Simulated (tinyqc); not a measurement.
Strain and the order of the valence edges: six-band k.p model of the valence band of a wurtzite crystal.

At k = 0: E1 = D1c + D2c + Te + Le (pure HH); E2, E3 = Le + u +/- sqrt(u^2 + 2 D3c^2), u = (D1c - D2c + Te)/2, D1c = Dcr, D2c = D3c = Dso/3. The weight of LH in state 2 is fL = (E2 - Le)^2/((E2 - Le)^2 + 2 D3c^2). Relative strengths of transitions to the conduction band: for E perpendicular to c (TE) 1/2, fL/2, (1 - fL)/2; for E along c (TM) 0, 1 - fL, fL, with one momentum element for both directions.

Strain of a c-plane layer: exx = eyy = e_par, ezz = -2 (C13/C33) e_par; Le = D1 ezz + D2 (exx + eyy), Te = D3 ezz + D4 (exx + eyy).

Conduction edge: Ec = (top of the unstrained valence band) + Eg + (a1 + D1) ezz + (a2 + D2)(exx + eyy).
Constants: kB = 8.617333262e-05 eV/K.

Values chosen for the exercise (near those of GaN; not measured data):
```
symbol  value   unit  meaning
Dcr     0.0179  eV    crystal-field splitting
Dso     0.0178  eV    spin-orbit splitting
Eg      3.507   eV    direct gap at Gamma from the top of the unstrained valence band
a1      -4.72   eV    gap potential along c
a2      -10.94  eV    gap potential in the plane
D1      -3.66   eV
D2      4.38    eV
D3      7.83    eV
D4      -4.21   eV
C13     103     GPa
C33     416     GPa
T       300     K     temperature
```

Edges from the unstrained top. Degree of polarisation (TE - TM)/(TE + TM), each state weighted by exp(E/kT) alone (equal densities of states).

Results:
```
e_par (%)  E1 (meV)  E2 (meV)  E3 (meV)     fL  lowest transition (eV)  polarisation
-2.00          34.5      22.9    -235.6  0.999                  3.6519         0.998
-1.50          25.9      14.4    -182.8  0.998                  3.6157         0.996
-1.00          17.2       5.9    -130.1  0.996                  3.5795         0.986
-0.50           8.6      -2.3     -77.6  0.987                  3.5432         0.900
0.00            0.0      -7.5     -28.2  0.790                  3.5070         0.325
1.00          -17.2      82.5     -29.7  0.006                  3.3348        -0.961
1.50          -25.9     135.2     -38.1  0.002                  3.2373        -0.994
2.00          -34.5     187.9     -46.7  0.001                  3.1397        -0.998
```

Give the missing row, e_par (%) = 0.50.

Computed row:
```
e_par (%)  E1 (meV)  E2 (meV)  E3 (meV)     fL  lowest transition (eV)  polarisation
0.50           -8.6      30.4     -21.9  0.026                  3.4317        -0.677
```

E1 = E2 requires Dcr + Te = 0, which here falls at e_par = 0.15 %, inside the sweep: state 1 is on top for smaller e_par and state 2 beyond. The polarisation goes from +1.00 to -1.00 and changes sign between 0.00 and 0.50 %; the lowest transition moves by -128 meV per 1 % on average.

tinyqc: `OMP_NUM_THREADS=1 python tinyqc.py 1050851 1050852 out.jsonl`; about 0.01 s, one thread, shared Intel(R) Xeon(R) Processor @ 2.30GHz.
